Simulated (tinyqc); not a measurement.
What moves the results: ellipsoidal valleys in the axes of a wafer and a channel. A value that a table varies takes the place of the one given here.

Valleys with axes a along x, y and z, two valleys each; inverse mass tensor w = 1/mt + (1/ml - 1/mt) a a. Device axes: z = nz/|nz|, x = nx/|nx|, y = z cross x; in them a = (ax, ay, az). Confinement mass mz = 1/w_zz. In the plane w_ij is replaced by u_ij = w_ij - w_iz w_jz/w_zz (i, j = x, y); density-of-states mass md = 1/sqrt(det u); conductivity mass along x mc = 1/u_xx; ballistic transport mass mx = u_yy/det u, width mass my = 1/u_yy.

Hard walls: E_n = c (n pi/t)^2/mz, c = hbar^2/2m0, n = 1, 2, 3. Non-degenerate share of a valley proportional to md sum_n exp(-E_n/kT); mean 1/mc = sum of share/mc. 1 nm = 10 angstrom.

Constants: hbar^2/2m0 = 3.80998211 eV angstrom^2; kB = 8.617333262e-05 eV/K.

Values chosen for the exercise (near those of the Delta valleys of Si; shifted at random, so the results belong to these values and not to a real crystal):
- ml = 0.943 m0 (longitudinal mass)
- mt = 0.185 m0 (transverse mass)
- t = 6.2 nm (thickness of the film)
- T = 300 K (temperature)
- nz = (1, 1, 0) (surface normal (confinement))
- nx = (1, -1, 1) (channel direction)

## Wafer and channel orientation

For each face/channel: the lowest ladder (mz, number of valleys, md, E1, share) and the mean conductivity mass over all valleys.

Results:

| face/channel | mz | valleys | md | E1 (meV) | share | mean mc |
|---|---|---|---|---|---|---|
| (210)/[001] | 0.518 | 2 | 0.250 | 18.9 | 0.521 | 0.2226 |
| (111)/[11-2] | 0.253 | 6 | 0.357 | 38.7 | 1.000 | 0.2918 |
| (001)/[110] | 0.943 | 2 | 0.185 | 10.4 | 0.605 | 0.2199 |
| (110)/[001] | 0.309 | 4 | 0.323 | 31.6 | 0.783 | 0.2242 |
| (110)/[1-11] | 0.309 | 4 | 0.323 | 31.6 | 0.783 | 0.3130 |
| (110)/[1-10] | 0.309 | 4 | 0.323 | 31.6 | 0.783 | 0.3902 |
| (112)/[11-1] | 0.399 | 2 | 0.285 | 24.5 | 0.467 | 0.3272 |

The mean conductivity mass is lowest, 0.2199, for (001)/[110] and highest, 0.3902, for (110)/[1-10]; the bulk value is 0.2527. The confinement energy is lowest on the face with the heaviest mz ((001), 10 meV). The density of states of the lowest ladder, valleys times md, runs between 0.370 and 2.144; a small value limits the charge through the quantum capacitance.

## Thickness of the film

Share of the lowest ladder and mean conductivity mass.

Results:

| t (nm) | lowest E1 (meV) | spread of E1 (meV) | share of the lowest ladder | mean mc |
|---|---|---|---|---|
| 2.0 | 303.9 | 204.2 | 1.000 | 0.3351 |
| 3.0 | 135.1 | 90.8 | 0.981 | 0.3331 |
| 4.0 | 76.0 | 51.1 | 0.918 | 0.3264 |
| 5.0 | 48.6 | 32.7 | 0.846 | 0.3191 |
| 7.0 | 24.8 | 16.7 | 0.755 | 0.3104 |
| 10.0 | 12.2 | 8.2 | 0.710 | 0.3062 |
| 14.0 | 6.2 | 4.2 | 0.689 | 0.3043 |

The spread falls as 1/t^2 and passes kT = 25.9 meV between t = 5 and 7 nm; the share of the lowest ladder goes from 1.000 to 0.689 and the mean mass goes from 0.3351 to 0.3043, against 0.3023 for equal shares, the limit of a thick film (the bulk value 3/(1/ml + 2/mt) is 0.2527; the two differ since axes are tilted in the x-z plane and in a quantised film no valley carries current across it; once scattering blurs the subbands the bulk value returns). Three subbands a valley become too few once E3 nears kT. In the thinnest rows E1 (304 meV) is beyond the parabolic range.

## What each parameter does

Lowest E1, its share and the mean conductivity mass. Each row changes one parameter from the base and keeps the others.

Results:

| case | lowest E1 (meV) | share | mean mc (m0) |
|---|---|---|---|
| base | 31.63 | 0.7827 | 0.3130 |
| ml = 0.849 m0 | 32.20 | 0.7801 | 0.3039 |
| mt = 0.167 m0 | 34.47 | 0.7986 | 0.2917 |
| t = 5.58 nm | 39.04 | 0.8117 | 0.3157 |
| T = 330 K | 31.63 | 0.7711 | 0.3119 |

The largest shifts from the base row, up to three for each result and ties (the steps differ in size, so this ranks the rows, not the parameters). lowest E1 (meV): t +7.42, mt +2.85, ml +0.57; unchanged at the printed digits by T. share: t +0.0291, mt +0.0159, T -0.0115. mean mc (m0): mt -0.0213, ml -0.0090, t +0.0028.

Computed by tinyqc, a small Python program: `OMP_NUM_THREADS=1 python tinyqc.py 1850215 1850216 out.jsonl` (the numbers bound the seed that draws the inputs); one thread of a shared host (Intel(R) Xeon(R) Processor @ 2.30GHz), about 0.01 s for the whole set of steps.
